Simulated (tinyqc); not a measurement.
## Resistance of a tapered via with liner, size effect and interface: via resistance against the diameter at the bottom

A round via whose diameter grows from db at the bottom as D(z) = db + 2 z/tan(ang). The fill, of diameter D - 2 tl, starts above the bottom liner (thickness fb tl) and has rho = rho0 (1 + ks lam/(D - 2 tl)); the sidewall liner conducts in parallel with it. The bottom liner and the interface are crossed over the full area pi db^2/4. Spreading in the lines above and below is left out.

Slices between z0 = fb tl and hv, evaluated at their midpoints: conductance per length pi/4 [(D - 2 tl)^2/rho + (D^2 - (D - 2 tl)^2)/rl], slice resistance = slice height over that. 2000 slices. R_fill = sum of the slices; R_bottom = rl fb tl/(pi db^2/4); R_interface = ri/(pi db^2/4); ballistic (Sharvin) limit 1/(Sb pi (db - 2 tl)^2/4); ideal cylinder rho0 hv/(pi db^2/4).

Inputs (values chosen for the exercise); fill metal close to copper: height hv = 54 nm; sidewall angle ang = 89 degrees; bulk resistivity of the fill rho0 = 1.66 uohm cm; mean free path of the fill lam = 40.8 nm; size-effect factor ks = 1; liner on the sidewall tl = 2.1 nm; liner at the bottom over that on the sidewall fb = 0.7; resistivity of the liner rl = 310 uohm cm; interface resistivity at the bottom ri = 6.1e-13 ohm cm^2; ballistic conductance per area, about 3/(4 rho0 lam) Sb = 1.1e15 S/m^2.

Via resistance against the diameter at the bottom:
```
db (nm),R_fill (ohm),R_bottom (ohm),R_interface (ohm),R (ohm),ballistic limit (ohm),R over ideal cylinder,largest part
8.3,370.0,84.22,1.127,455.3,68.86,27.48,fill
11,112.6,47.95,0.6419,161.2,25.03,17.09,fill
16,28.34,22.66,0.3034,51.31,8.313,11.51,fill
22,9.960,11.99,0.1605,22.11,3.653,9.375,bottom liner
30,3.901,6.447,0.08630,10.43,1.739,8.228,bottom liner
42,1.514,3.289,0.04403,4.847,0.8101,7.491,bottom liner
58,0.6452,1.725,0.02309,2.393,0.3999,7.053,bottom liner
80,0.2883,0.9066,0.01214,1.207,0.2015,6.768,bottom liner
```

What does the comparison show?

R falls from 455 to 1.21 ohm. The fill is the largest part at db = 8.3, the bottom liner from 22 on. R goes as db^(-3.69) between the first two rows and db^(-2.13) between the last two; area alone gives -2. For db = 42, 58, 80 the ballistic limit exceeds half of R_fill, so the diffusive model understates R.

Program tinyqc, `OMP_NUM_THREADS=1 python tinyqc.py 2750025 2750026 out.jsonl`; Intel Xeon 2.30GHz, shared host, one thread, about 0.01 s.
